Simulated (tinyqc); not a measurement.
What each parameter does: finite square well with mass mismatch (envelope functions).

A square well of width L and depth V0, mass mw inside and mb outside, energies from the bottom of the well, c = hbar^2/2m0. k = sqrt(mw E/c), kappa = sqrt(mb (V0 - E)/c). psi and psi'/m are continuous at the walls (BenDaniel-Duke), so level n solves k L + 2 atan[(k/mw)/(kappa/mb)] = n pi.

Constants: hbar^2/2m0 = 3.80998211 eV angstrom^2.

Values chosen for the exercise (near those of a strained Si well in SiGe; shifted at random, so the results belong to these values and not to a real crystal): L = 65 angstrom (well width); V0 = 0.181 eV (barrier height); mw = 0.913 m0 (mass in the well); mb = 0.943 m0 (mass in the barrier).

Parabolic bands. Pb is the probability of level 1 in the barriers, (A^2/kappa)/(A^2/kappa + L/2 + sin(kL)/(2k)) with A = cos(kL/2).

Results for these values:
```
case  E1 (eV)  bound levels      Pb  V0 - E1 (eV)
base   0.0074             5  0.0054        0.1736
```

What happens to each result for L = 71 angstrom, all else kept?

Answer: E1 falls from 0.0074 to 0.0063; bound levels does not change at the printed digits; Pb falls from 0.0054 to 0.0043; V0 - E1 rises from 0.1736 to 0.1747.

The same for each parameter in turn:
```
case             E1 (eV)  bound levels      Pb  V0 - E1 (eV)
base              0.0074             5  0.0054        0.1736
L = 71 angstrom   0.0063             5  0.0043        0.1747
V0 = 0.154 eV     0.0072             4  0.0067        0.1468
mw = 1.0043 m0    0.0068             5  0.0046        0.1742
mb = 1.1787 m0    0.0071             5  0.0057        0.1739
```

Run: tinyqc, `OMP_NUM_THREADS=1 python tinyqc.py 1280103 1280104 out.jsonl`; Intel(R) Xeon(R) Processor @ 2.30GHz, one thread, shared host; about 0.01 s of CPU time with all checks.
